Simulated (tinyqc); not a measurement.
Convergence with the basis: shallow acceptor in the spherical model (Baldereschi-Lipari), strong spin-orbit limit. Computed by tinyqc, a small Python program. Command: `OMP_NUM_THREADS=1 python tinyqc.py 3010486 3010487 out.jsonl acceptor sweep`. One thread of a shared host (Intel(R) Xeon(R) Processor @ 2.30GHz), about 0.02 s of CPU time with the checks.

The 1S(3/2) state has an s envelope f(r) and a d envelope g(r). In effective units they obey -(f'' + 2f'/r + 2f/r) + mu (g'' + 5g'/r + 3g/r^2) = E f and -(g'' + 2g'/r - 6g/r^2 + 2g/r) + mu (f'' - f'/r) = E g. The cubic term, the split-off band and the central cell are left out.

Inputs (values chosen for the exercise, modelled on GaAs): Luttinger gamma_1 = 7.11; Luttinger gamma_2 = 2.05; Luttinger gamma_3 = 2.92; dielectric constant eps = 12.2; smallest exponent zeta_1 = 1.2 1/a*; ratio beta of exponents = 2.2.

Constants: Ry = 13.605693123 eV; a_0 = 0.529177210903 angstrom.

Method:
- Ry* = Ry/(gamma_1 eps^2), a* = a_0 eps gamma_1, mu = (6 gamma_3 + 4 gamma_2)/(5 gamma_1), delta = (gamma_3 - gamma_2)/gamma_1; spherical masses 1/(gamma_1 (1 - mu)) (heavy) and 1/(gamma_1 (1 + mu)) (light).
- zeta_i = zeta_1 beta^(i-1), i = 1..n, in both channels.
- Basis: f_i = exp(-zeta_i r), g_i = r exp(-zeta_i r), weight r^2 dr, s = zeta_i + zeta_j. S_ff = 2/s^3, H_ff = zeta_i zeta_j S_ff - 2/s^2; S_gg = 24/s^5, H_gg = 8/s^3 + 24 zeta_i zeta_j/s^5 - 12/s^4; H(f_i, g_j) = mu (6 zeta_i^2/s^4 + 2 zeta_i/s^3); S_fg = 0. Each function is normalised by sqrt(S_ii).
- H c = E S c with c^T S c = 1 and the largest component positive; the d weight is the part of the norm in g.
- Large basis: zeta_i = 0.08 x 1.55^(i-1), i = 1..20 in each channel; overlap eigenvalues below 1e-11 are dropped.
- Binding energies are -E Ry*; the mass that fits is E(1S) eps^2/Ry.

One run for each value:
```
functions per channel n  E (Ry*)  d weight  1S(3/2) binding in Ry*
1                         -1.567    0.1400                   1.979
2                         -1.956    0.2356                   1.979
3                         -1.968    0.2375                   1.979
4                         -1.971    0.2378                   1.979
5                         -1.972    0.2379                   1.979
6                         -1.972    0.2379                   1.979
```

Describe and explain the trends.

Over the rows, E (Ry*) falls from -1.57 to -1.97 (exponent d ln y / d ln x 0.32 between the first rows and 8.0e-4 between the last); d weight rises from 0.140 to 0.238 (exponent d ln y / d ln x 0.75 between the first rows and 0.0011 between the last); 1S(3/2) binding in Ry* does not change. The error against the large basis falls from 21 % to 0.36 %; every E lies above the converged level, as a variational bound must.

Extremes, crossings and ranges named in words are read from the listed rows.
